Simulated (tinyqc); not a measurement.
Surface against bulk across the gap: Shockley state of an s-p chain by decimation.

Each site has s at -d/2 and p at +d/2: H0 = diag(-d/2, d/2). The block to the next site on the right is H1 = [[-ts, u], [-u, tp]] (rows s, p of site n; columns s, p of site n + 1). Bulk: H(k) = [[-d/2 - 2 ts cos k, 2i u sin k], [-2i u sin k, d/2 + 2 tp cos k]]. The bands are inverted at k = pi if d < 2 (ts + tp).

Decimation (Sancho-Rubio) at z = E + i eta: start with es = e = H0, A = H1, B = H1^T. Each round forms g = (z - e)^-1 and sets es += A g B, e += A g B + B g A, A = A g A, B = B g B, doubling the length covered. Stop when all |A| < 1e-10. Surface G = (z - es)^-1, bulk G = (z - e)^-1; densities -Im tr G/pi.

Parameters, chosen for this exercise: d = 5.8 eV (Ep - Es); ts = 0.97 eV (s-s hopping); tp = 1.43 eV (p-p hopping); u = 0.89 eV (s-p hopping); eta = 0.05 eV (broadening); E1 = -1.16 eV (first energy); dE = 0.14 eV (step).

Eleven energies E1 + j dE.

Densities (1/eV):
```
E (eV),surface,bulk
-1.160,0.1301,0.2249
-1.020,0.0810,0.2957
-0.880,0.0218,0.0812
-0.740,0.0122,0.0263
-0.600,0.0094,0.0167
-0.460,0.0085,0.0145
-0.320,0.0085,0.0161
-0.180,0.0100,0.0247
-0.040,0.0159,0.0758
0.100,0.0536,0.2747
0.240,0.0869,0.2021
```

edges of the bulk gap (201 k points) (eV): -0.9600  0.0400

Inside the gap the bulk density is only the tail of the broadening, at least 0.0145. The surface density has no peak there, and a chain of 60 sites has no level in the gap.

tinyqc: `OMP_NUM_THREADS=1 python tinyqc.py 1480121 1480122 out.jsonl`; about 0.2 s, one thread, shared Intel(R) Xeon(R) Processor @ 2.30GHz.
